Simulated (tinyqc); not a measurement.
What each parameter does: two-band k.p model of the Delta valleys near the X point under shear strain.

Valley pair on the [001] axis, kz counted from the X point, c = hbar^2/2m0, k0 = kx0 2 pi/a. H = (c kz^2/ml + c (kx^2 + ky^2)/mt + c k0^2/ml) 1 + (2 c k0 kz/ml) sigma_z + (D exy - 2 c kx ky/Mp) sigma_x, so E = c kz^2/ml + c (kx^2 + ky^2)/mt + c k0^2/ml -/+ sqrt((2 c k0 kz/ml)^2 + (D exy - 2 c kx ky/Mp)^2). Without strain the lower band has its minima, E = 0, at kz = +/- k0. Shifts from diagonal strain are left out.

For |eta| < 1: k_min = k0 sqrt(1 - eta^2), E_min = -Delta eta^2/2, ml(eta) = ml/(1 - eta^2), 1/m[110] = 1/mt + eta/Mp, 1/m[1-10] = 1/mt - eta/Mp. For |eta| > 1 the minimum sits at X: E_min = -Delta (2 |eta| - 1)/2, ml(eta) = ml/(1 - 1/|eta|), and eta is replaced by its sign in the transverse masses. Here Delta = 2 c k0^2/ml and eta = D exy/Delta.

Constants: hbar^2/2m0 = 3.80998211 eV angstrom^2.

Inputs chosen for the exercise (near those of Si; shifted at random, so the results belong to these values and not to a real crystal):
- a = 5.415 angstrom (lattice constant)
- ml = 0.898 m0 (longitudinal mass)
- mt = 0.192 m0 (transverse mass)
- kx0 = 0.152 2 pi/a (distance of the minimum from X)
- D = 15.2 eV (shear deformation potential)
- Mp = 0.226 m0 (coupling mass)
- exy = 0.021 (shear strain)

Delta = 2 c k0^2/ml, eta = D exy/Delta.

Results for these values:

| case | eta | E_min (meV) | ml(eta) (m0) | m[110] (m0) | m[1-10] (m0) |
|---|---|---|---|---|---|
| base | 1.2093 | -187.22 | 5.1884 | 0.1038 | 1.2762 |

What happens to each result for D = 14.136 eV, all else kept?

Answer: eta falls from 1.2093 to 1.1247; E_min rises from -187.22 to -164.88; ml(eta) rises from 5.1884 to 8.1019; m[110] does not change at the printed digits; m[1-10] does not change at the printed digits.

The same for each parameter in turn:

| case | eta | E_min (meV) | ml(eta) (m0) | m[110] (m0) | m[1-10] (m0) |
|---|---|---|---|---|---|
| base | 1.2093 | -187.22 | 5.1884 | 0.1038 | 1.2762 |
| ml = 0.96086 m0 | 1.2940 | -195.86 | 4.2296 | 0.1038 | 1.2762 |
| mt = 0.20544 m0 | 1.2093 | -187.22 | 5.1884 | 0.1076 | 2.2582 |
| kx0 = 0.16264 2 pi/a | 1.0563 | -168.10 | 16.8611 | 0.1038 | 1.2762 |
| D = 14.136 eV | 1.1247 | -164.88 | 8.1019 | 0.1038 | 1.2762 |
| Mp = 0.21018 m0 | 1.2093 | -187.22 | 5.1884 | 0.1003 | 2.2197 |
| exy = 0.01953 | 1.1247 | -164.88 | 8.1019 | 0.1038 | 1.2762 |

tinyqc: `OMP_NUM_THREADS=1 python tinyqc.py 1050624 1050625 out.jsonl`; about 0.01 s, one thread, shared Intel(R) Xeon(R) Processor @ 2.30GHz.
